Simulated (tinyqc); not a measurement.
Sharing a fixed EOT between the layers.

Without charge in the stack, a voltage of 0.8 V over an EOT of 1.6 nm gives F1 = (V/EOT)(3.9/e1) and F2 = F1 e1/e2; t2 = e2 (EOT/3.9 - t1/e1).

Values chosen for this exercise: relative permittivity of layer 1 e1 = 3.84; relative permittivity of layer 2 e2 = 22.7.

Sharing a fixed EOT between the layers:

| t1 (nm) | t2 (nm) | physical thickness (nm) | drop over layer 1 (V) | drop over layer 2 (V) |
|---|---|---|---|---|
| 0 | 9.313 | 9.313 | 0 | 0.8000 |
| 0.19 | 8.190 | 8.380 | 0.09648 | 0.7035 |
| 0.38 | 7.066 | 7.446 | 0.1930 | 0.6070 |
| 0.57 | 5.943 | 6.513 | 0.2895 | 0.5105 |
| 0.77 | 4.761 | 5.531 | 0.3910 | 0.4090 |
| 0.96 | 3.638 | 4.598 | 0.4875 | 0.3125 |
| 1.15 | 2.515 | 3.665 | 0.5840 | 0.2160 |
| 1.34 | 1.391 | 2.731 | 0.6805 | 0.1195 |

What does the comparison show?

Each 0.1 nm of layer 1 costs 0.591 nm of layer 2, so the physical thickness falls from 9.31 to 2.73 nm. The fields do not change, 5.08 MV/cm in layer 1 and 0.859 MV/cm in layer 2, and layer 1 takes half of the voltage at t1 = 0.788 nm.

Computed by the program tinyqc: `OMP_NUM_THREADS=1 python tinyqc.py 2010158 2010159 out.jsonl`, one thread of a shared Intel Xeon 2.30GHz, about 0.01 s for the whole run.
